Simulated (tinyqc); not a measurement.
Conductance against temperature: thermal boundary conductance by the acoustic and diffuse mismatch models. Computed by tinyqc, a small Python program. Command: `OMP_NUM_THREADS=1 python tinyqc.py 3017245 3017246 out.jsonl kapitza walk`. One thread of a shared host (Intel(R) Xeon(R) Processor @ 2.30GHz), about 0.01 s of CPU time with the checks.

Each side has one longitudinal and two transverse Debye branches, omega = v q up to q_D = (6 pi^2 n)^(1/3), with n counting all atoms. Scattering at the interface is elastic. Electrons are left out of G, also for metals. Melting is ignored. G refers to the temperatures of the phonons sent towards the interface. Linear branches over all atoms overstate G at high T, most for crystals with several atoms a cell.

Inputs (values chosen for the exercise, for two model solids):
```
quantity,value,unit
density rho_1,2.85,g/cm^3
longitudinal velocity vL_1,4490,m/s
transverse velocity vT_1,2170,m/s
atom density n_1,59.2,1/nm^3
density rho_2,9.54,g/cm^3
longitudinal velocity vL_2,2860,m/s
transverse velocity vT_2,1370,m/s
atom density n_2,118,1/nm^3
```

Structure: film on a substrate.

Constants: hbar = 1.054571817e-34 J s; k_B = 1.380649e-23 J/K.

Method:
- omega_c = v q_D for each branch, given as hbar omega_c/k_B; impedance Z = rho v.
- No mode conversion. t(theta) = 4 Z_1 Z_2 cos(theta_1) cos(theta_2)/N^2, with N = Z_2 cos(theta_1) + Z_1 cos(theta_2) for L (the form for pressure waves) and N = Z_1 cos(theta_1) + Z_2 cos(theta_2) for both T branches (the form for shear waves polarised along the interface); sin(theta_2) = (v_2/v_1) sin(theta_1), and t = 0 beyond the critical angle arcsin(v_1/v_2); the mean over the incoming flux is alpha = 2 int t sin(theta_1) cos(theta_1) d theta_1 (64 Gauss-Legendre points).
- G = (k_B^4 T^3/(8 pi^2 hbar^3)) int W(x) x^4 e^x/(e^x - 1)^2 dx, x = hbar omega/(k_B T). Acoustic mismatch: W = sum over the three branches of alpha(1 to 2)/v_1^2, each up to the lower of its two cut-offs. Diffuse mismatch: W = S_1 S_2/(S_1 + S_2), where S_i sums 1/v^2 over the branches of side i still below their cut-off. Radiation limit: W = min(S_1, S_2). The integral is split at the four cut-offs (64 Gauss-Legendre points a piece, x at most 45).

Branches:
```
branch,v (m/s),cut-off (K),Z (1e6 kg/(m^2 s))
"L, side 1",4490,520.991,12.7965
"T, side 1",2170,251.793,6.1845
"L, side 2",2860,417.641,27.2844
"T, side 2",1370,200.059,13.0698
```

Transmission:
```
branch,t at normal incidence,largest angle from side 1 (deg),"alpha, 1 to 2","alpha, 2 to 1"
L,0.869342,90,0.926153,0.375770
T,0.872124,90,0.738502,0.294356
```

G (MW/(m^2 K)):
```
T (K),acoustic mismatch,diffuse mismatch,radiation limit
2,0.029322,0.027640,0.038677
5,0.45816,0.43187,0.60433
10,3.6652,3.4550,4.8346
20,28.632,27.085,37.875
40,150.40,146.99,204.10
80,395.21,386.74,534.01
150,606.88,579.71,800.44
300,719.38,678.25,936.95
600,753.97,708.15,978.42
1000,761.76,714.86,987.73
```

All three follow T^3 at the cold end (exponent 3.00 for the diffuse model) and flatten at high T (exponent 0.02 at the hot end); the lowest cut-off is 200 K. The ratio of diffuse to acoustic stays at 0.94. The plateau is set by the frequencies that both sides share.

Extremes, crossings and ranges named in words are read from the listed rows.
